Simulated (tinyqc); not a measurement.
Inside a calculation: model-solid line-up of a strained alloy layer on a substrate. Values are carried at full precision from step to step, so a last printed digit may differ when a step is redone from the rounded ones.

All values of the alloy are linear in x but the gap, Eg(x) = (1 - x) Eg_A + x Eg_B - C x (1 - x), and the valence edge, Ev(x) = (1 - x) Ev_A + x Ev_B + fv C x (1 - x); Ec = Ev + Eg. Ev is the top of the unstrained valence band on a scale common to all materials. In the layer only the Gamma valley of the conduction band is followed, also where an X or L valley would lie lower.

Inputs chosen for the exercise (A near InAs, B near AlAs, substrate near InP; the results hold for these values, not for the real material):
```
symbol  value           unit      meaning
a       (6.05, 5.662)   angstrom  lattice constant of A, B
Eg      (0.416, 3.092)  eV        gap at Gamma to the s-like level of A, B
Dso     (0.392, 0.279)  eV        spin-orbit splitting of A, B
Ev      (-0.58, -1.34)  eV        top of the unstrained valence band of A, B
ac      (-5.06, -5.71)  eV        conduction deformation potential of A, B
av      (1, 2.44)       eV        valence hydrostatic potential of A, B
b       (-1.83, -2.31)  eV        tetragonal shear potential of A, B
d       (-3.55, -3.35)  eV        trigonal shear potential of A, B
C11     (84.3, 123.7)   GPa       of A, B
C12     (44.9, 54.1)    GPa       of A, B
C44     (39.8, 53.5)    GPa       of A, B
C       0.826           eV        bowing of the gap
fv      0.3                       share of the bowing taken by the valence edge
x       0.74                      fraction of B
a_s     5.868           angstrom  substrate
face    110                       growth face
Eg_s    1.423           eV        lowest gap of the substrate
Ev_s    -0.95           eV        substrate valence edge
e14     -0.144          C/m^2     piezoelectric constant of the layer
eps     12.9                      dielectric constant
Lw      11              nm        thickness of the layer
```

## Values of the alloy

Interpolate.

Alloy at x (a in angstrom, C11, C12, C44 in GPa, all else in eV):
```
symbol     value
a         5.7629
Eg        2.2373
Dso       0.3084
Ev       -1.0947
ac       -5.5410
av        2.0656
b        -2.1852
d        -3.4020
C11     113.4560
C12      51.7080
C44      49.9380
```

## Strain on the (110) substrate

Coherent growth on a (110) face: e_par = (a_s - a)/a, e_perp = -(C11 + 3 C12 - 2 C44)/(C11 + C12 + 2 C44) e_par; exx = eyy = (e_par + e_perp)/2, ezz = e_par, exy = (e_perp - e_par)/2, eyz = ezx = 0.

Use the values of the alloy.

e_par = 0.018241
e_perp = -0.011611

strain tensor in the cubic axes, rows x, y, z and columns alike:
```
[[0.003315, -0.014926, 0.000000],
 [-0.014926, 0.003315, 0.000000],
 [0.000000, 0.000000, 0.018241]]
```

The layer is under tension in the plane; its volume changes by +2.487 %.

## Strained band edges

Strained edges: Ec + ac tr(e); the valence edges are Ev plus the levels of the 6 x 6 matrix of X, Y, Z times spin with -Dso/3 + l exx + m (eyy + ezz) on the diagonal (cyclic), n exy off it, l = av + 2 b, m = av - b, n = sqrt(3) d. Spin-orbit term (Dso/3) L.sigma on X, Y, Z with (L_k)_ij = -i epsilon_kij: <X+|H|Y+> = -i Dso/3, <X+|H|Z-> = Dso/3, <Y+|H|Z-> = -i Dso/3, <Z+|H|X-> = -Dso/3, <Z+|H|Y-> = i Dso/3, <X-|H|Y-> = i Dso/3, and their conjugates; + and - are the spin along z.

Give the hydrostatic shifts, the strain block and the edges.

ac tr(e), av tr(e) (eV): [-0.1378, 0.0514]

strain block (eV), rows X, Y, Z and columns alike:
```
[[0.0840, 0.0879, 0],
 [0.0879, 0.0840, 0],
 [0, 0, -0.0139]]
```

Ec and the three valence edges from the top (eV): [1.0048, -0.9643, -1.1036, -1.3706]

strained gap = 1.9691 eV

Strain moves the gap by -268 meV: -189 meV from the volume and -79 meV from the splitting of the valence edge, which always raises the top.

## Offsets against the substrate material

dEc = Ec(substrate) - Ec(layer), dEv = Ev(layer) - Ev(substrate); positive values confine the carrier in the layer. Type I: both of one sign; type II: opposite signs; type III: the gaps do not overlap.

Give also the smallest gap across the interface, min Ec - max Ev.

dEc = -0.5318 eV
dEv = -0.0143 eV

type: I

smallest gap = 1.4230 eV

Both carriers collect in the substrate material; the conduction band takes 97 % of the gap difference. An offset this small is within the spread of parameter sets, so the type is not settled by this model. Where the alloy is indirect its X or L edge, left out, lies lower and changes dEc.

## Piezoelectric polarisation

P_x = 2 e14 eyz and cyclic. The field along the normal n of the (110) face is -P.n/(eps eps0) in a layer between thick unstrained barriers, eps0 = 8.8541878e-12 F/m; 1 kV/cm = 1e5 V/m.

P (C/m^2): [0.000000, 0.000000, 0.004299]

P.n = 0.000000 C/m^2
field along n = 0.0 kV/cm
potential drop across the layer = 0.0 mV

P lies along [001], in the plane of the layer, so a wide layer carries no field along its normal.

Run: tinyqc, `OMP_NUM_THREADS=1 python tinyqc.py 1080246 1080247 out.jsonl`; Intel(R) Xeon(R) Processor @ 2.30GHz, one thread, shared host; about 0.01 s of CPU time with all checks.
